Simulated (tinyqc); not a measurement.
Raising U: Hubbard ring of 6 sites, mean field against exact. Computed by the program tinyqc. Collinear unrestricted mean field (the lowest of 40 random starts) against exact diagonalisation.

one-body matrix (hopping and site energies) (eV):
```
,1,2,3,4,5,6
1,0.0000,-1.8900,0.0000,0.0000,0.0000,-1.8900
2,-1.8900,0.0000,-1.8900,0.0000,0.0000,0.0000
3,0.0000,-1.8900,0.0000,-1.8900,0.0000,0.0000
4,0.0000,0.0000,-1.8900,0.0000,-1.8900,0.0000
5,0.0000,0.0000,0.0000,-1.8900,0.0000,-1.8900
6,-1.8900,0.0000,0.0000,0.0000,-1.8900,0.0000
```

electrons, up and down: 3  3

Exact and mean-field results (eV):
```
U,U/t,E exact,E mean field,mean |n_up - n_down|,"double occupancy, exact",first gap in the sector
0.9400,0.4974,-13.757131,-13.710000,0.0000,0.2333,3.4608
1.8900,1.0000,-12.476189,-12.285000,0.0000,0.2161,3.1303
3.7800,2.0000,-10.223873,-9.450000,0.0000,0.1808,2.4817
5.6700,3.0000,-8.379038,-6.900922,0.5539,0.1446,1.9063
7.5600,4.0000,-6.933855,-5.360649,0.7578,0.1111,1.4559
11.3400,6.0000,-5.005698,-3.680974,0.8914,0.0637,0.9168
15.1200,8.0000,-3.870967,-2.792112,0.9384,0.0391,0.6588
37.8000,20.0000,-1.611239,-1.131179,0.9900,0.0070,0.2570
```

Estimate the missing row, U = 22.68.

Computed row:
```
U            U/t    E exact  E mean field  mean |n_up - n_down|  double occupancy, exact  first gap in the sector
22.6800  12.0000  -2.645731     -1.877059                0.9724                   0.0186                   0.4286
```

In absolute terms mean field is worst at U/t = 4.0, 1.573 eV too high: at small U it is nearly exact, and at large U it misses only exchange-scale energies. Its local moments set in at U/t = 3.0 of those listed, a broken symmetry that the exact state of a finite cluster with equal spins does not have. Relative to the exact energy its error is 0.3 % at the smallest U, 30 % at most and 30 % at the largest. The double occupancy falls from 0.233 to 0.007; at the largest U the first gap is 0.68 times the exchange scale 4t^2/U.
